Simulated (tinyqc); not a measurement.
Three-level Kane dispersion of a narrow-gap semiconductor: sweeps and comparisons. A value that a table varies takes the place of the one given here.

Zero of energy at Gamma8, c = hbar^2/2m0, P^2 = Ep c. The free-electron term and remote bands are left out, so the heavy holes are flat at E = 0 and the other three bands obey E (E - Eg)(E + Dso) = P^2 k^2 (E + 2 Dso/3). The conduction band is the highest root; its edge is Ec = max(Eg, 0).

Degenerate electrons at T = 0: kF = (3 pi^2 n)^(1/3), 1 cm^-3 = 1e-24 angstrom^-3; EF is the highest root at kF. The momentum (cyclotron, optical) mass is m(E) = hbar^2 k/(dE/dk) = c d(k^2)/dE with d(k^2)/dE = k^2 [1/E + 1/(E - Eg) + 1/(E + Dso) - 1/(E + 2 Dso/3)]; the density of states is k d(k^2)/dE/(2 pi^2).

Edge mass m0* = Eg (Eg + Dso)/(Ep (Eg + 2 Dso/3)).
Constants: hbar^2/2m0 = 3.80998211 eV angstrom^2.

Values chosen for the exercise (near those of GaSb; shifted at random, so the results belong to these values and not to a real crystal):
- Eg = 0.798 eV (E(Gamma6) - E(Gamma8))
- Dso = 0.8 eV (spin-orbit splitting)
- Ep = 26.1 eV (Kane energy)
- k = 0.006 1/angstrom (wave vector)
- n = 5.3e+17 cm^-3 (electron density)

## Filling the band

n from 1e15 to 1e19 cm^-3. The last column is the local power d ln(EF - Ec)/d ln n = kF^2/(1.5 (EF - Ec) d(k^2)/dE).

Results:
```
n (cm^-3)  kF (1/angstrom)  EF - Ec (meV)  parabolic (meV)   m(EF)  m(EF)/m0*  power
1.0e+15            0.00309            1.0              1.0  0.0368       1.00  0.666
1.0e+16            0.00667            4.6              4.6  0.0371       1.01  0.663
3.0e+16            0.00961            9.5              9.6  0.0375       1.02  0.660
1.0e+17            0.01436           20.9             21.4  0.0384       1.05  0.652
3.0e+17            0.02071           42.5             44.5  0.0402       1.10  0.638
1.0e+18            0.03094           90.2             99.4  0.0441       1.20  0.611
3.0e+18            0.04462          173.2            206.7  0.0509       1.39  0.574
1.0e+19            0.06665          335.9            461.2  0.0639       1.74  0.526
```

The power falls from 0.666 to 0.526: 2/3 marks a parabola, 1/3 a linear band. The parabola is within 10 % up to n = 3.0e+17 cm^-3. The mass ends at 1.74 times its edge value. Side valleys are left out; where they lie low (GaSb, grey Sn: about 0.1 eV) they take the electrons long before the last rows.

## Closing and inverting the gap

Eg is varied at fixed k, Dso and Ep. Edge mass: Eg (Eg + Dso)/(Ep (Eg + 2 Dso/3)) for Eg > 0, 3 |Eg|/(2 Ep) for Eg < 0. The Gamma6 weight of the conduction state is 1/(1 + P^2 k^2 [(2/3)/E^2 + (1/3)/(E + Dso)^2]).

Results:
```
Eg (eV)      m0*  highest root (eV)  middle (eV)  lowest (eV)  E - Ec (meV)  Gamma6 weight
-0.300   0.01724             0.0078      -0.3054      -0.8024           7.8          0.025
-0.150   0.00862             0.0146      -0.1628      -0.8018          14.6          0.082
-0.060   0.00345             0.0277      -0.0861      -0.8016          27.7          0.243
-0.015   0.00086             0.0425      -0.0560      -0.8015          42.5          0.431
0.015    0.00085             0.0577      -0.0413      -0.8015          42.7          0.582
0.060    0.00333             0.0884      -0.0270      -0.8014          28.4          0.765
0.150    0.00799             0.1656      -0.0144      -0.8013          15.6          0.919
0.300    0.01517             0.3088      -0.0077      -0.8011           8.8          0.975
```

The edge mass vanishes with |Eg| from both sides, yet the kinetic energy at this k stays finite, at most 42.7 meV in the table; at Eg = 0 the two-level form, without the split-off band, gives the linear value sqrt(2/3) P k = 48.9 meV. The Gamma6 weight of the conduction state goes smoothly from 0.02 to 0.97 and is 0.43 and 0.58 in the two rows next to Eg = 0: at finite k nothing jumps at the inversion.

## What each parameter does

Edge mass, EF - Ec and m(EF). Each row changes one parameter from the base and keeps the others.

Results:
```
case                m0* (m0)  EF - Ec (meV)  m(EF) (m0)
base                 0.03670          60.90     0.04172
n = 1.06e+18 cm^-3   0.03670          93.49     0.04438
Eg = 0.9177 eV       0.04162          54.47     0.04606
Dso = 0.92 eV        0.03722          60.11     0.04223
Ep = 30.015 eV       0.03191          69.42     0.03688
```

The largest shifts from the base row, up to three for each result and ties (the steps differ in size, so this ranks the rows, not the parameters). m0* (m0): Eg +0.00492, Ep -0.00479, Dso +0.00052; unchanged at the printed digits by n. EF - Ec (meV): n +32.58, Ep +8.52, Eg -6.44. m(EF) (m0): Ep -0.00483, Eg +0.00435, n +0.00267.

tinyqc: `OMP_NUM_THREADS=1 python tinyqc.py 1081116 1081117 out.jsonl`; about 0.01 s, one thread, shared Intel(R) Xeon(R) Processor @ 2.30GHz.
